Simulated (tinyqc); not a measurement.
Resistance of a tapered via with liner, size effect and interface: one step of the calculation.

A round via whose diameter grows from db at the bottom as D(z) = db + 2 z/tan(ang). The fill, of diameter D - 2 tl, starts above the bottom liner (thickness fb tl) and has rho = rho0 (1 + ks lam/(D - 2 tl)); the sidewall liner conducts in parallel with it. The bottom liner and the interface are crossed over the full area pi db^2/4. Spreading in the lines above and below is left out.

Task. Slices of the via. Slices between z0 = fb tl and hv, evaluated at their midpoints: conductance per length pi/4 [(D - 2 tl)^2/rho + (D^2 - (D - 2 tl)^2)/rl], slice resistance = slice height over that. 7 slices.

Values chosen for this exercise; fill metal close to copper:
```
symbol  value     unit                                        meaning
db         53       nm                         diameter at the bottom
hv        140       nm                                         height
ang        88  degrees                                 sidewall angle
rho0     1.64  uohm cm                   bulk resistivity of the fill
lam      40.4       nm                     mean free path of the fill
ks        1.3                                      size-effect factor
tl        2.2       nm                          liner on the sidewall
fb        0.7           liner at the bottom over that on the sidewall
rl        290  uohm cm                       resistivity of the liner
```

Give: z; D; rho; slice resistance.

Result.

```
slice  z (nm)  D (nm)  rho (uohm cm)  slice resistance (ohm)
0       11.43   53.80          3.384                  0.3485
1       31.21   55.18          3.336                  0.3252
2       50.99   56.56          3.291                  0.3040
3       70.77   57.94          3.249                  0.2848
4       90.55   59.32          3.208                  0.2673
5       110.3   60.71          3.170                  0.2514
6       130.1   62.09          3.133                  0.2367
```

tinyqc, about 0.01 s, one thread, Intel Xeon 2.30GHz (shared host): `OMP_NUM_THREADS=1 python tinyqc.py 2750116 2750117 out.jsonl`
